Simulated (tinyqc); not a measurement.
Gaps across the alloy: alloy A(1-x)B(x) by interpolation with bowing.

Each gap follows E(x) = (1 - x) E_A + x E_B - C x (1 - x); the lattice constant follows Vegard, a(x) = (1 - x) a_A + x a_B.

Constants: hc = 1239.841984 eV nm.

Values chosen for the exercise (A near GaAs, B near GaSb; the results hold for these values, not for the real material): a = (5.651, 6.09) angstrom (lattice constant of A, B); Eg = (1.524, 0.804) eV (gap at Gamma to the s-like level of A, B); EgX = (1.984, 1.155) eV (gap to the lowest valley along Gamma-X of A, B); EgL = (1.796, 0.874) eV (gap to L of A, B); C = (1.429, 1.313, 1.357) eV (bowing of the Gamma, X and L gaps).

Eleven compositions.

Gaps (eV):
```
x    a (angstrom)  Gamma      X      L  lowest  wavelength (nm)
0.0        5.6510  1.524  1.984  1.796   Gamma              814
0.1        5.6949  1.323  1.783  1.582   Gamma              937
0.2        5.7388  1.151  1.608  1.394   Gamma             1077
0.4        5.8266  0.893  1.337  1.102   Gamma             1388
0.5        5.8705  0.807  1.241  0.996   Gamma             1537
0.6        5.9144  0.749  1.171  0.917   Gamma             1655
0.7        5.9583  0.720  1.128  0.866   Gamma             1722
0.8        6.0022  0.719  1.111  0.841   Gamma             1724
0.9        6.0461  0.747  1.120  0.844   Gamma             1659
1.0        6.0900  0.804  1.155  0.874   Gamma             1542
```

Give the missing row, x = 0.3.

Computed row:
```
x    a (angstrom)  Gamma      X      L  lowest  wavelength (nm)
0.3        5.7827  1.008  1.460  1.234   Gamma             1230
```

The lowest valley is Gamma at every x. The Gamma gap has a minimum inside the range, 0.716 eV at x = (C - (E_B - E_A))/(2C) = 0.752, since the bowing exceeds the difference of the end gaps.

(tinyqc, `OMP_NUM_THREADS=1 python tinyqc.py 1080887 1080888 out.jsonl`, Intel(R) Xeon(R) Processor @ 2.30GHz, 1 thread, shared host, about 0.01 s.)
